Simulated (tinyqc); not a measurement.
Resistance of a tapered via with liner, size effect and interface: two steps of the calculation.

A round via whose diameter grows from db at the bottom as D(z) = db + 2 z/tan(ang). The fill, of diameter D - 2 tl, starts above the bottom liner (thickness fb tl) and has rho = rho0 (1 + ks lam/(D - 2 tl)); the sidewall liner conducts in parallel with it. The bottom liner and the interface are crossed over the full area pi db^2/4. Spreading in the lines above and below is left out.

Inputs (values chosen for the exercise); fill metal close to ruthenium:
- db = 10 nm (diameter at the bottom)
- hv = 36 nm (height)
- ang = 89 degrees (sidewall angle)
- rho0 = 7.77 uohm cm (bulk resistivity of the fill)
- lam = 6.46 nm (mean free path of the fill)
- ks = 0.7 (size-effect factor)
- tl = 0.5 nm (liner on the sidewall)
- fb = 0.5 (liner at the bottom over that on the sidewall)
- rl = 270 uohm cm (resistivity of the liner)
- ri = 1e-12 ohm cm^2 (interface resistivity at the bottom)
- Sb = 1.5e15 S/m^2 (ballistic conductance per area, about 3/(4 rho0 lam))

Task 1. Slices of the via. Slices between z0 = fb tl and hv, evaluated at their midpoints: conductance per length pi/4 [(D - 2 tl)^2/rho + (D^2 - (D - 2 tl)^2)/rl], slice resistance = slice height over that. 8 slices.

Find: z; D; rho; slice resistance.

Result 1.

| slice | z (nm) | D (nm) | rho (uohm cm) | slice resistance (ohm) |
|---|---|---|---|---|
| 0 | 2.484 | 10.09 | 11.64 | 7.939 |
| 1 | 6.953 | 10.24 | 11.57 | 7.632 |
| 2 | 11.42 | 10.40 | 11.51 | 7.342 |
| 3 | 15.89 | 10.55 | 11.45 | 7.068 |
| 4 | 20.36 | 10.71 | 11.39 | 6.809 |
| 5 | 24.83 | 10.87 | 11.33 | 6.564 |
| 6 | 29.30 | 11.02 | 11.28 | 6.331 |
| 7 | 33.77 | 11.18 | 11.22 | 6.110 |

Task 2. Total resistance. R_fill = sum of the slices; R_bottom = rl fb tl/(pi db^2/4); R_interface = ri/(pi db^2/4); ballistic (Sharvin) limit 1/(Sb pi (db - 2 tl)^2/4); ideal cylinder rho0 hv/(pi db^2/4).

| slice | slice resistance (ohm) |
|---|---|
| 0 | 7.9393889 |
| 1 | 7.6323595 |
| 2 | 7.3424629 |
| 3 | 7.0684662 |
| 4 | 6.8092439 |
| 5 | 6.5637675 |
| 6 | 6.3310952 |
| 7 | 6.1103640 |

Find: parts; R; shares; ballistic limit; ideal cylinder.

Result 2.

parts (ohm): fill 55.80, bottom liner 8.594, interface 1.273
R = 65.66 ohm
shares (%): fill 84.97, bottom liner 13.09, interface 1.94
ballistic limit = 10.48 ohm
ideal cylinder = 35.62 ohm

The fill is the largest part, and R is 1.84 times the ideal cylinder. With 2000 slices R = 65.670 ohm.

Program tinyqc, `OMP_NUM_THREADS=1 python tinyqc.py 2750053 2750054 out.jsonl`; Intel Xeon 2.30GHz, shared host, one thread, about 0.01 s.
